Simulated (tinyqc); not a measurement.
Worked calculation: Raman shift of the zone-centre optical phonon of a diamond-structure crystal under stress. Computed by tinyqc, a small Python program that keeps every step. Command: `OMP_NUM_THREADS=1 python tinyqc.py 3028697 3028698 out.jsonl ramanstress walk`. One thread of a shared host (Intel(R) Xeon(R) Processor @ 2.30GHz), about 0.01 s of CPU time with the checks. Intermediate numbers are printed to about 6 digits and carried at full precision; extremes and crossings named in words are read from the listed rows.

Axes x, y, z are the cube axes. Strain shifts the threefold optical mode and can split it; p, q and r are the phonon deformation potentials.

Inputs (values chosen for the exercise, modelled on silicon):
```
quantity                             value      unit
unstrained frequency omega_0         519.8      1/cm
p/omega_0^2                           -1.8         -
q/omega_0^2                          -2.27         -
r/omega_0^2                         -0.718         -
C11                                  164.7       GPa
C12                                  64.13       GPa
C44                                   79.9       GPa
stress sigma (tension positive)       -0.7       GPa
polarisation angle phi                  45    degree
temperature coefficient d omega/dT  -0.021  1/(cm K)
local temperature T                    330         K
laser wavelength                       488        nm
```

Stress state: hydrostatic. Axis: none.

Constants: h = 6.62607015e-34 J s; c = 299792458 m/s; k_B = 1.380649e-23 J/K.

## Compliances

S11 = (C11 + C12)/D, S12 = -C12/D, D = (C11 - C12)(C11 + 2 C12), S44 = 1/C44.

S11 = 7.76669 1/TPa

S12 = -2.17663 1/TPa

S44 = 12.5156 1/TPa

## Stress and strain tensors

Hydrostatic stress: sigma_ij = sigma delta_ij. eps_xx = S11 sigma_xx + S12 (sigma_yy + sigma_zz), and cyclic; eps_xy = S44 sigma_xy/2 (tensor strain).

stress (GPa):
```
      x     y     z
x  -0.7   0.0   0.0
y   0.0  -0.7   0.0
z   0.0   0.0  -0.7
```

strain (per mille):
```
          x         y         z
x  -2.38940   0.00000   0.00000
y   0.00000  -2.38940   0.00000
z   0.00000   0.00000  -2.38940
```

volume strain = -7.16821 per mille

## Secular matrix and shifts

Secular matrix: M_xx = p eps_xx + q (eps_yy + eps_zz), M_xy = 2 r eps_xy; its eigenvalues are omega^2 - omega_0^2, and the shifts are these over 2 omega_0.

M/(2 omega_0) (1/cm):
```
         x        y        z
x  3.93718  0.00000  0.00000
y  0.00000  3.93718  0.00000
z  0.00000  0.00000  3.93718
```

shifts, in rising order (1/cm): 3.93718  3.93718  3.93718

The three modes stay degenerate. Compression hardens every mode.

## Mean shift and Grueneisen parameter

gamma = -(p + 2q)/(6 omega_0^2); the mean of the three shifts is -gamma omega_0 x (volume strain).

mode Grueneisen parameter gamma = 1.05667

mean shift = 3.93718 1/cm

## The line seen from a (001) surface

Backscattering from a (001) surface: incident polarisation (cos phi, sin phi, 0). With Raman tensors (R_z)_xy = (R_z)_yx = 1 and cyclic, only the z component u_z of a mode counts: I = u_z^2 sin^2(2 phi) for parallel and u_z^2 cos^2(2 phi) for crossed polarisers. An unresolved line sits at the intensity-weighted shift, which is M_zz/(2 omega_0).

total intensity, parallel = 1

total intensity, crossed = 0

shift of the observed line = 3.93718 1/cm

shift per stress = -5.62454 1/(cm GPa)

stress per shift = -177.792 MPa cm

The z-polarised mode is an eigenmode here, so one line is seen. Caution: this stress has components normal to the (001) face, so it cannot reach a free (001) surface; it can act on buried material.

## The same stress in different states

Uniaxial: sigma n n^T; biaxial: sigma (1 - n n^T); hydrostatic: sigma 1. The line seen from (001) is taken as unresolved, at the intensity-weighted shift M_zz/(2 omega_0).

Shifts (1/cm):
```
state                   lowest   middle  highest  line seen from (001)
uniaxial [100]         0.74558  1.59580  1.59580               1.59580
uniaxial [110]         0.35326  1.59580  1.98812               1.59580
uniaxial [001]         0.74558  1.59580  1.59580               0.74558
uniaxial [111]         0.76744  0.76744  2.40230               1.31239
biaxial, normal [001]  2.34138  2.34138  3.19160               3.19160
biaxial, normal [111]  1.53488  3.16974  3.16974               2.62479
hydrostatic            3.93718  3.93718  3.93718               3.93718
```

Seen from (001), uniaxial stress along [100] and along [110] give the same shift (1.596), and equal biaxial stress in the plane gives twice as much (3.192), since only sigma_xx + sigma_yy and sigma_zz enter M_zz. Stress along [001] gives 0.746. One measured shift therefore fixes the stress only once its state is assumed: read as uniaxial in the plane, a shift implies twice the stress that it does read as biaxial.

## Heating mistaken for stress

A temperature above 300 K shifts the line by (d omega/dT)(T - 300 K); divided by the shift per stress it poses as a stress; the total shift adds it to the shift of the observed line. The anti-Stokes to Stokes ratio is [(omega_L + omega_0)/(omega_L - omega_0)]^3 exp(-h c omega_0/(k_B T)) in photon counts, omega_L = 1/wavelength, resonance effects left out.

thermal shift = -0.63 1/cm

apparent stress from heating = 0.112009 GPa

total shift = 3.30718 1/cm

anti-Stokes/Stokes ratio = 0.120747

Heating poses as tension, 16 % of the true stress in size; the intensity ratio gives T apart from the shift.

Checks made by the program: mean of the eigenvalues against the trace rule (relative difference below 1e-10); weighted mean of the modes against M_zz (relative difference below 1e-10).
